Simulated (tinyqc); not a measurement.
Inside a calculation. Model: collinear exchange A + BC -> AB + C on a London-Eyring-Polanyi-Sato surface: saddle, string of images and rate. Computed by tinyqc, a small Python program that keeps every step. Command: `OMP_NUM_THREADS=1 python tinyqc.py 3111145 3111146 out.jsonl leps walk`. One thread of a shared host (Intel(R) Xeon(R) Processor @ 2.30GHz), about 0.06 s of CPU time with the checks. Intermediate numbers are printed to about 5 digits and carried at full precision; extremes and crossings named in words are read from the listed rows.

x = r(AB), y = r(BC), r(AC) = x + y. V is counted from separated atoms, the barrier from A + BC, that is V + D(BC).

Inputs (values chosen for the exercise, bond data loosely for abstraction of hydrogen from a Si-H bond by a hydrogen atom; the barrier is not fitted):

| quantity | value | unit |
|---|---|---|
| D(AB) | 4.79 | eV |
| r0(AB) | 0.742 | angstrom |
| beta(AB) | 1.94 | 1/angstrom |
| D(BC) | 4.08 | eV |
| r0(BC) | 1.48 | angstrom |
| beta(BC) | 1.52 | 1/angstrom |
| D(AC) | 3.99 | eV |
| r0(AC) | 1.48 | angstrom |
| beta(AC) | 1.52 | 1/angstrom |
| Sato parameter S | 0.18 | - |
| mass of A | 1.008 | u |
| mass of B | 1.008 | u |
| mass of C | 28.09 | u |
| temperature T | 300 | K |
| step of the string | 0.01 | angstrom^2/eV |

Constants: nu for 1 eV/(angstrom^2 u) = 15.6333042 THz; h x 1 THz = 4.135667696 meV; k_B = 1.380649e-23 J/K; u = 1.6605390666e-27 kg; k_B = 8.617333262e-05 eV/K.

## One point of the surface

For each pair, with u = exp(-beta (r - r0)): Q = D [(3 + S) u^2 - (2 + 6 S) u]/(4 (1 + S)), J = D [(1 + 3 S) u^2 - (6 + 2 S) u]/(4 (1 + S)); V = Q1 + Q2 + Q3 - sqrt(((J1 - J2)^2 + (J2 - J3)^2 + (J3 - J1)^2)/2). Take x = r0(AB) + 0.3 and y = r0(BC) + 0.1 angstrom.

Pair terms:

| pair | u | Q (eV) | J (eV) |
|---|---|---|---|
| AB | 0.55878 | -0.73893 | -3.1186 |
| BC | 0.85899 | -0.25871 | -3.7402 |
| AC | 0.17625 | -0.37539 | -0.9072 |

V = -3.9521 eV

## Relaxing the string

String of 9 images between the fixed ends (r0(AB) + 2, r0(BC)) and (r0(AB), r0(BC) + 2), started on the two straight legs through (r0(AB) + 0.3, r0(BC) + 0.3): each iteration moves the inner images by -step x gradient (central differences) and spaces them evenly again along the broken line (coordinates are kept between 0.2 and 8 angstrom); stop when no coordinate changes by more than 1e-5 angstrom, at most 400 iterations.

Course:

| iteration | highest inner image above A + BC (eV) | largest move (angstrom) |
|---|---|---|
| 1 | 0.30876 | 3.2706e-02 |
| 2 | 0.27516 | 3.0145e-02 |
| 3 | 0.24639 | 2.6711e-02 |
| 4 | 0.22216 | 2.2873e-02 |
| 5 | 0.20196 | 1.9015e-02 |
| 6 | 0.18526 | 1.5402e-02 |
| 7 | 0.17155 | 1.2194e-02 |
| ... | ... | ... |
| 56 | 0.11972 | 2.1318e-05 |
| 57 | 0.11973 | 1.8777e-05 |
| 58 | 0.11973 | 1.6537e-05 |
| 59 | 0.11973 | 1.4562e-05 |
| 60 | 0.11973 | 1.2822e-05 |
| 61 | 0.11973 | 1.1289e-05 |
| 62 | 0.11973 | 9.9388e-06 |

Images at the end:

| image | x (angstrom) | y (angstrom) | V + D(BC) (eV) |
|---|---|---|---|
| 0 | 2.7420 | 1.4800 | 0.00471 |
| 1 | 2.2869 | 1.4811 | 0.01347 |
| 2 | 1.8319 | 1.4856 | 0.04162 |
| 3 | 1.3782 | 1.5185 | 0.11973 |
| 4 | 0.9648 | 1.7087 | 0.00110 |
| 5 | 0.7682 | 2.1158 | -0.49853 |
| 6 | 0.7464 | 2.5699 | -0.64502 |
| 7 | 0.7431 | 3.0249 | -0.68815 |
| 8 | 0.7420 | 3.4800 | -0.70179 |

last move = 9.9388e-06 angstrom

Converged in 62 iterations.

## Saddle by Newton steps

From the highest inner image, z -> z - H^-1 g with gradient g and Hessian H by central differences, steps capped at 0.15 angstrom, 12 steps.

The first seven points:

| step | x | y | V + D(BC) (eV) | \|g\| (eV/angstrom) |
|---|---|---|---|---|
| 0 | 1.3782 | 1.5185 | 0.11973 | 2.2960e-01 |
| 1 | 1.2298 | 1.5401 | 0.14713 | 1.4440e-01 |
| 2 | 1.1686 | 1.5652 | 0.14910 | 6.7251e-02 |
| 3 | 1.1855 | 1.5625 | 0.14944 | 3.0720e-03 |
| 4 | 1.1862 | 1.5624 | 0.14944 | 4.5620e-06 |
| 5 | 1.1862 | 1.5624 | 0.14944 | 0 |
| 6 | 1.1862 | 1.5624 | 0.14944 | 0 |

saddle (x, y) (angstrom): 1.1862  1.5624

barrier = 0.14944 eV

Hessian (eV/angstrom^2):
```
        x       y
x  -0.809   4.983
y   4.983  11.022
```

The highest image lies 29.7 meV below the saddle. Stretches at the saddle: AB 0.444, BC 0.082 angstrom, for a reaction energy D(BC) - D(AB) = -0.71 eV: an early barrier for an exothermic step.

## Frequencies at the saddle

Wilson matrix G = [[1/m_A + 1/m_B, -1/m_B], [-1/m_B, 1/m_B + 1/m_C]]; eigenvalues lambda of G H give nu = 15.6333042 THz x sqrt(|lambda|), the negative one being imaginary. Reactant: nu_BC from k = 2 D beta^2 and 1/m_B + 1/m_C. Skew angle: cos = sqrt(m_A m_C/((m_A + m_B)(m_B + m_C))).

imaginary frequency = 38.450 THz

real frequency at the saddle = 37.923 THz

nu_BC = 68.812 THz

skew angle = 45.993 degrees

## Transition-state rate

One-dimensional rate constant without tunnelling, k = sqrt(k_B T/(2 pi mu)) [sinh(h nu_BC/(2 k_B T))/sinh(h nu_s/(2 k_B T))] exp(-barrier/(k_B T)) with mu = m_A (m_B + m_C)/(m_A + m_B + m_C); Wigner factor 1 + (h nu_i/(k_B T))^2/24; adiabatic barrier = barrier + h (nu_s - nu_BC)/2.

adiabatic barrier = 0.085564 eV

rate constant k = 2336.9 cm/s

Wigner factor = 2.5765

Caution: the Wigner factor exceeds 2 at T: tunnelling, left out of k, is large and needs a better treatment than this factor.

## Rate against temperature

The formulas are those given above.

Rates; the last column is k_B T^2 d ln k/dT:

| T (K) | k (cm/s) | Wigner factor | activation energy (eV) |
|---|---|---|---|
| 300 | 2.3369e+03 | 2.5765 | 0.09885 |
| 400 | 6.2226e+03 | 1.8868 | 0.10440 |
| 550 | 1.4714e+04 | 1.4690 | 0.11451 |
| 750 | 2.9099e+04 | 1.2522 | 0.12955 |
| 1000 | 4.9631e+04 | 1.1419 | 0.14810 |
| 1400 | 8.4450e+04 | 1.0724 | 0.17493 |
| 2000 | 1.3570e+05 | 1.0355 | 0.20985 |

The activation energy goes from 0.099 eV at 300 K, near the adiabatic barrier plus k_B T/2 (0.098), to 0.210 eV at 2000 K; the classical limit is the barrier plus k_B T/2 (0.236).

Checks made by the program: V for A far away against -D(BC) (relative difference below 1e-10).
